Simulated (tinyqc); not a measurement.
Order against temperature: mean-field antiferromagnet of the Hubbard model on the square lattice.

e(k) = -2 t (cx + cy) - 4 t2 cx cy, ci = cos ki; one electron a site; Q = (pi, pi). <n_up - n_dn> = m cos(Q.R) gives Delta = U m/2 and bands E = e+ -/+ sqrt(e-^2 + Delta^2), e+- = (e(k) +- e(k + Q))/2 (the constant U/2 is dropped). Means run over the mesh k_i = 2 pi (j + 1/2)/N of the whole zone: mu from mean(f(E-) + f(E+)) = 1; m(out) = mean of Delta (f(E-) - f(E+))/sqrt(e-^2 + Delta^2); free energy per site F = -kT mean[ln(1 + exp(-(E- - mu)/kT)) + ln(1 + exp(-(E+ - mu)/kT))] + mu + U m^2/4. Order at T > 0 in two dimensions is an artefact of mean field.

Constants: kB = 8.617333262e-05 eV/K.

Values chosen for the exercise: t = 0.9 eV (nearest hopping); t2 = 0 eV (second hopping); U = 4.96 eV (on-site repulsion).

Mesh N = 48, start m = 0.9, at most 400 steps; Delta(50 K) = 1.9917 eV.

Results:

| T (K) | kT/Delta(50 K) | m | Delta (eV) |
|---|---|---|---|
| 1160 | 0.050 | 0.803 | 1.9917 |
| 3470 | 0.150 | 0.802 | 1.9884 |
| 5780 | 0.250 | 0.778 | 1.9284 |
| 9710 | 0.420 | 0.578 | 1.4323 |
| 11090 | 0.480 | 0.403 | 1.0006 |
| 12480 | 0.540 | 0.000 | 0.0003 |
| 13870 | 0.600 | 0.000 | 0.0000 |
| 16180 | 0.700 | 0.000 | 0.0000 |

Give the missing row, T (K) = 8090.

Computed row:
```
T (K)  kT/Delta(50 K)      m  Delta (eV)
8090            0.350  0.694      1.7222
```

The moment is below 0.02 from 12480 K on (kT/Delta = 0.54); close to the transition 400 steps may not suffice, so a small m in the row before can be unconverged. Weak-coupling theory puts the transition at 0.567 and the atomic limit at 0.5. In two dimensions fluctuations forbid long-range order at any finite T, which mean field misses.

(tinyqc, `OMP_NUM_THREADS=1 python tinyqc.py 1681375 1681376 out.jsonl`, Intel(R) Xeon(R) Processor @ 2.30GHz, 1 thread, shared host, about 0.2 s.)
